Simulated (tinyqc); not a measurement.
Trap density and scattering coefficient from 1/f noise.

Problem. f S = K0 (1 + ac mu Cox I/gm)^2 with K0 = q^2 Vt lt Nt/(W L Cox^2), Vt in eV and Nt per eV. Find K0, Nt and ac.

Parameters, values chosen for the exercise:
```
symbol  value        unit                           meaning
T         300           K                       temperature
L          40          nm                       gate length
W           5          um                  total gate width
Cox       1.9     uF/cm^2                  gate capacitance
mu        210  cm^2/(V s)                          mobility
lt        0.1          nm  tunnelling length into the oxide
```

Constants: q = 1.602176634e-19 C, kB = 1.380649e-23 J/K, Vt = kB T/q. Results are converted to the units shown.

I/gm at two biases (V): 0.0378590810  0.461729908
f S at these biases (V^2): 6.69783796e-10  4.08395517e-9

Solution. sqrt(f S) is linear in I/gm: the intercept is sqrt(K0), and slope over intercept is ac mu Cox.

K0 = 5.06e-10 V^2
Nt = 5.50e17 cm^-3 eV^-1
ac = 1.00e4 V s/C

Program tinyqc, `OMP_NUM_THREADS=1 python tinyqc.py 2150125 2150126 out.jsonl`; Intel Xeon 2.30GHz, shared host, one thread, about 0.01 s.
